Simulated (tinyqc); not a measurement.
Worked calculation: three-band tight binding of a dichalcogenide monolayer. Values are carried at full precision from step to step, so a last printed digit may differ when a step is redone from the rounded ones.

Basis dz2, dxy, dx2-y2 on a triangular lattice, nearest neighbours; alpha = kx a/2, beta = sqrt3 ky a/2. h0 = e1 + 2 t0 (cos 2alpha + 2 cos alpha cos beta); h1 = -2 sqrt3 t2 sin alpha sin beta + 2i t1 (sin 2alpha + sin alpha cos beta); h2 = 2 t2 (cos 2alpha - cos alpha cos beta) + 2i sqrt3 t1 cos alpha sin beta; h11 = e2 + 2 t11 cos 2alpha + (t11 + 3 t22) cos alpha cos beta; h22 = e2 + 2 t22 cos 2alpha + (3 t11 + t22) cos alpha cos beta; h12 = sqrt3 (t22 - t11) sin alpha sin beta + 4i t12 sin alpha (cos alpha - cos beta) + i lam sz. H = [[h0, h1, h2], [., h11, h12], [., ., h22]], Hermitian; the lowest band of each spin is filled. K = (4 pi/3a, 0), M = (pi/a, pi/(sqrt3 a)).

Inputs chosen for the exercise (near a published set for monolayer WS2; not measured data): a = 3.19 angstrom (lattice constant); e1 = 1.129 eV (level of dz2); e2 = 2.295 eV (level of dxy and dx2-y2); t0 = -0.207 eV (hopping); t1 = 0.555 eV (hopping); t2 = 0.549 eV (hopping); t11 = 0.292 eV (hopping); t12 = 0.384 eV (hopping); t22 = -0.06 eV (hopping); lam = 0.206 eV (spin-orbit constant); sz = 1 (spin); k = (0.91, 0.04) 1/angstrom (wave vector).

## H at one k

Form alpha, beta and the matrix.

alpha, beta (rad): 1.45145  0.11050

H (eV), lower triangle (Hermitian):
```
                    z2               xy   x2-y2
z2              1.4333
xy     -0.2082-1.3578i           1.7408
x2-y2  -1.1968-0.0252i  -0.0668+1.1282i  2.5082
```

## Levels and weights

Diagonalise H.

levels (eV): -0.6506  2.9495  3.3834

weights:
```
       band 1  band 2  band 3
z2      0.432   0.476   0.092
xy      0.355   0.489   0.156
x2-y2   0.213   0.035   0.752
```

## Closed forms at K and Gamma

Three-band model of dz2 (level e1) and dxy, dx2-y2 (level e2), spin sz = +/-1; t1 and t2 drop out at these points. At K: e2 - (3/2)(t11 + t22) - 3 sqrt3 t12 + lam sz (valence), e1 - 3 t0 (conduction), e2 - (3/2)(t11 + t22) + 3 sqrt3 t12 - lam sz. At Gamma: e1 + 6 t0 (valence) and e2 + 3 (t11 + t22) -/+ lam.

Levels (eV):
```
point          band 1  band 2  band 3
K, spin up     0.1577  1.7500  3.7363
K, spin down  -0.2543  1.7500  4.1483
Gamma         -0.1130  2.7850  3.1970
```

smallest direct gap at K = 1.5923 eV
Ev(K) - Ev(Gamma) = 0.2707 eV

Of the two points, the valence band is higher at K, by 271 meV. The dz2 conduction state at K has no atomic orbital angular momentum (Lz = 0) and is not split at this order.

## Bands for both spins

The two lowest bands at the points named.

Levels (eV):
```
k           v, up   c, up  v, down  c, down
G         -0.1130  2.7850  -0.1130   2.7850
G-K 0.25  -0.5433  2.8456  -0.5837   2.9845
G-K 0.5   -0.8819  2.9813  -1.0317   3.2737
G-K 0.6   -0.8207  3.1138  -1.0161   3.1971
G-K 0.75  -0.4957  2.6911  -0.7638   2.5793
G-K 0.9   -0.0095  1.9677  -0.3753   1.9259
K          0.1577  1.7500  -0.2543   1.7500
K-M 0.5   -0.4020  2.5081  -0.6438   2.3896
M         -0.7532  2.7507  -0.7532   2.7507
M-G 0.5   -0.8901  2.8527  -0.8901   2.8527
```

The spins are degenerate from M to Gamma, since a vertical mirror plane holds this line and flips sz, and the valence splitting is largest at K (412 meV). The lowest conduction level listed is at K. With nearest neighbours alone the model is made for the neighbourhood of K.

## Checks

- Closed forms at K against the matrix: they agree to 1e-10 or better.

tinyqc: `OMP_NUM_THREADS=1 python tinyqc.py 1452604 1452605 out.jsonl`; about 0.01 s, one thread, shared Intel(R) Xeon(R) Processor @ 2.30GHz.
